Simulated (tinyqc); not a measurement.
Ellipsoidal valleys in the axes of a wafer and a channel: one step. Subbands and shares in a film. Four cases, with inputs chosen for the exercise.

Task: Give the ladders, the shares and the mean conductivity mass.

Hard walls: E_n = c (n pi/t)^2/mz, c = hbar^2/2m0, n = 1, 2, 3. Non-degenerate share of a valley proportional to md sum_n exp(-E_n/kT); mean 1/mc = sum of share/mc. 1 nm = 10 angstrom.

Constants: hbar^2/2m0 = 3.80998211 eV angstrom^2; kB = 8.617333262e-05 eV/K.

Case 1.

Values chosen (out of a larger set: near those of the L valleys of Ge; not measured data): t = 2.6 nm (thickness of the film); T = 77 K (temperature).

Masses (m0):

| valley | mz | md | mc | mx | my |
|---|---|---|---|---|---|
| [111] | 1.600000 | 0.085000 | 0.085000 | 0.085000 | 0.085000 |
| [1-1-1] | 0.094994 | 0.348843 | 0.288597 | 1.095000 | 0.111134 |
| [-11-1] | 0.094994 | 0.348843 | 0.288597 | 1.095000 | 0.111134 |
| [-1-11] | 0.094994 | 0.348843 | 0.085000 | 0.085000 | 1.431667 |

Case 2.

Values chosen (out of a larger set: near those of the Delta valleys of Si; not measured data): t = 8.4 nm (thickness of the film); T = 300 K (temperature).

Masses (m0):

| valley | mz | md | mc | mx | my |
|---|---|---|---|---|---|
| x | 0.262728 | 0.366420 | 0.235550 | 0.318667 | 0.421329 |
| y | 0.262728 | 0.366420 | 0.235550 | 0.318667 | 0.421329 |
| z | 0.262728 | 0.366420 | 0.695667 | 0.695667 | 0.193000 |

Case 3.

Values chosen (out of a larger set: near those of the X valleys of AlAs; not measured data): t = 5.7 nm (thickness of the film); T = 77 K (temperature).

Masses (m0):

| valley | mz | md | mc | mx | my |
|---|---|---|---|---|---|
| x | 0.273489 | 0.396915 | 0.244820 | 0.347167 | 0.453793 |
| y | 0.273489 | 0.396915 | 0.244820 | 0.347167 | 0.453793 |
| z | 0.273489 | 0.396915 | 0.791667 | 0.791667 | 0.199000 |

Case 4.

Values chosen (out of a larger set: near those of the L valleys of GaAs; not measured data): t = 2.8 nm (thickness of the film); T = 400 K (temperature).

Masses (m0):

| valley | mz | md | mc | mx | my |
|---|---|---|---|---|---|
| [111] | 0.206347 | 0.227542 | 0.699667 | 0.699667 | 0.074000 |
| [1-1-1] | 0.074000 | 0.379966 | 0.108934 | 0.699667 | 0.206347 |
| [-11-1] | 0.074000 | 0.379966 | 0.108934 | 0.699667 | 0.206347 |
| [-1-11] | 0.206347 | 0.227542 | 0.699667 | 0.699667 | 0.074000 |

Give: Subbands; mean mc.

Result:

Case 1.

Subbands:

| valley | E1 (meV) | E2 (meV) | E3 (meV) | share |
|---|---|---|---|---|
| [111] | 34.8 | 139.1 | 312.9 | 1.000 |
| [1-1-1] | 585.6 | 2342.3 | 5270.1 | 0.000 |
| [-11-1] | 585.6 | 2342.3 | 5270.1 | 0.000 |
| [-1-11] | 585.6 | 2342.3 | 5270.1 | 0.000 |

mean mc = 0.0850 m0

The lowest ladder ([111]) holds 100 % of the electrons in these valleys, the next starts 551 meV higher. Energies of several hundred meV lie beyond the parabolic range, and real barriers are finite, so these are upper bounds.

Case 2.

Subbands:

| valley | E1 (meV) | E2 (meV) | E3 (meV) | share |
|---|---|---|---|---|
| x | 20.3 | 81.1 | 182.6 | 0.333 |
| y | 20.3 | 81.1 | 182.6 | 0.333 |
| z | 20.3 | 81.1 | 182.6 | 0.333 |

mean mc = 0.3022 m0

The lowest ladder (x, y and z) holds 100 % of the electrons in these valleys: all valleys have the same mz and md on this face, though not always the same mc.

Case 3.

Subbands:

| valley | E1 (meV) | E2 (meV) | E3 (meV) | share |
|---|---|---|---|---|
| x | 42.3 | 169.3 | 380.9 | 0.333 |
| y | 42.3 | 169.3 | 380.9 | 0.333 |
| z | 42.3 | 169.3 | 380.9 | 0.333 |

mean mc = 0.3181 m0

The lowest ladder (x, y and z) holds 100 % of the electrons in these valleys: all valleys have the same mz and md on this face, though not always the same mc.

Case 4.

Subbands:

| valley | E1 (meV) | E2 (meV) | E3 (meV) | share |
|---|---|---|---|---|
| [111] | 232.4 | 929.8 | 2092.0 | 0.500 |
| [1-1-1] | 648.1 | 2592.6 | 5833.3 | 0.000 |
| [-11-1] | 648.1 | 2592.6 | 5833.3 | 0.000 |
| [-1-11] | 232.4 | 929.8 | 2092.0 | 0.500 |

mean mc = 0.6996 m0

The lowest ladder ([111] and [-1-11]) holds 100 % of the electrons in these valleys, the next starts 416 meV higher. Energies of several hundred meV lie beyond the parabolic range, and real barriers are finite, so these are upper bounds.

Computed by tinyqc, one run a case: `OMP_NUM_THREADS=1 python tinyqc.py N N+1 out.jsonl` with N = 1880791, 1880992, 1881017, 1881030; one thread of a shared Intel(R) Xeon(R) Processor @ 2.30GHz, about 0.01 s a run at most.
